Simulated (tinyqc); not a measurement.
Brouwer diagram: defect equilibria of an oxide against oxygen pressure (mass action). Computed by tinyqc, a small Python program. Command: `OMP_NUM_THREADS=1 python tinyqc.py 3002433 3002434 out.jsonl brouwer walk`. One thread of a shared host (Intel(R) Xeon(R) Processor @ 2.30GHz), about 0.01 s of CPU time with the checks.

Defects: oxygen vacancies V (charge +2), electrons n, holes p, the ionic partner X = V_M'''' (charge -4), and the dopant. Activities are taken equal to concentrations.

Inputs (values chosen for the exercise, for a model oxide):
```
quantity,value,unit
reduction enthalpy H_r,4.74,eV
prefactor K_r0,2.8e+67,cm^-9 atm^(1/2)
gap E_g,2.57,eV
prefactor N_c N_v,5.5e+40,cm^-6
disorder enthalpy H_s,4.32,eV
prefactor K_s0,1.2e+66,cm^-9
dopant density N_d,9.7e+19,cm^-3
temperature T,900,K
```

Ionic disorder: Schottky, oxide MO2. Dopant (singly charged, fully ionised): acceptor.

Constants: k_B = 8.617333262e-05 eV/K.

Method:
- K_r = K_r0 exp(-H_r/k_B T) = [V] n^2 P^(1/2); K_i = N_c N_v exp(-E_g/k_B T) = n p; K_s = K_s0 exp(-H_s/k_B T) = [X] [V]^2.
- Neutrality: 2 [V] + p = n + 4 [X] + N_d. With n as the unknown, [V] = K_r/(n^2 P^(1/2)), p = K_i/n, [X] = K_s/[V]^2; the log ratio is ln(positive/negative).
- The root is found by 60 bisections in ln n between n = 1e-10 and 1e25 cm^-3.
- The slope is d log n / d log P from this row and the one above; the last column names the largest term on each side. Pressures that give more than 3e21 cm^-3 are left out.

K_r = 8.02281e+40 cm^-9 atm^(1/2)

K_i = 2.23355e+26 cm^-6

K_s = 7.73118e+41 cm^-9

Log10 of the densities in cm^-3:
```
log10 P (atm),n,[V],p,[X],slope of n,balance
-32,18.601,19.703,7.748,2.4818,-,2 [V] = N_d
-28,17.608,19.688,8.741,2.5131,-0.24804,2 [V] = N_d
-24,16.609,19.686,9.740,2.5164,-0.24980,2 [V] = N_d
-20,15.609,19.686,10.740,2.5167,-0.24998,2 [V] = N_d
-16,14.609,19.686,11.740,2.5168,-0.25000,2 [V] = N_d
-12,13.609,19.686,12.740,2.5168,-0.25000,2 [V] = N_d
-8,12.609,19.686,13.740,2.5168,-0.25000,2 [V] = N_d
-4,11.609,19.686,14.740,2.5168,-0.25000,2 [V] = N_d
0,10.609,19.686,15.740,2.5168,-0.25000,2 [V] = N_d
```

What follows from these numbers?

Regimes: 2 [V] = N_d from log P = -32 to 0, where that balance predicts a slope of -1/4 and the table comes as close as -0.250.

Extremes, crossings and ranges named in words are read from the listed rows.
